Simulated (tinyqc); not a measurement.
## Dose and depth of a threshold implant

Inverse problem. A sheet of D acceptors per cm^2 lies at depth xi inside the depleted layer of a body doped Na. In the depletion approximation VT = Vfb + f2 + q D/Cox + gamma sqrt(f2 + Vsb - q D xi/(eps0 eps_r)), gamma = sqrt(2 eps0 eps_r q Na)/Cox, Cox = eps0 eox/tox. Find gamma, D and xi.

Values chosen for this exercise; band and dielectric values close to those of silicon: relative permittivity eps_r = 11.6; acceptor density deep in the body Na = 1.1e17 cm^-3; relative permittivity of the gate insulator (close to silicon dioxide) eox = 3.9; insulator thickness tox = 10 nm; flat-band voltage Vfb = -0.67 V; band bending 2 phiF at threshold f2 = 0.845 V.

Constants: q = 1.602176634e-19 C, eps0 = 8.8541878128e-14 F/cm where lengths are in cm. Results are converted to the units shown.

VT against the source at Vsb = 0 and 2.5 V (V): 1.2582486  1.8243852

Solution. With y^2 = f2 - q D xi/(eps0 eps_r) and d the difference of the thresholds over gamma, sqrt(y^2 + Vsb) - y = d gives y = (Vsb - d^2)/(2 d). The first threshold then gives D, and y^2 gives xi.

gamma = 0.551 V^0.5
D = 1.50e12 cm^-2
xi = 15.0 nm

tinyqc, about 0.4 s, one thread, Intel Xeon 2.30GHz (shared host): `OMP_NUM_THREADS=1 python tinyqc.py 2080048 2080049 out.jsonl`
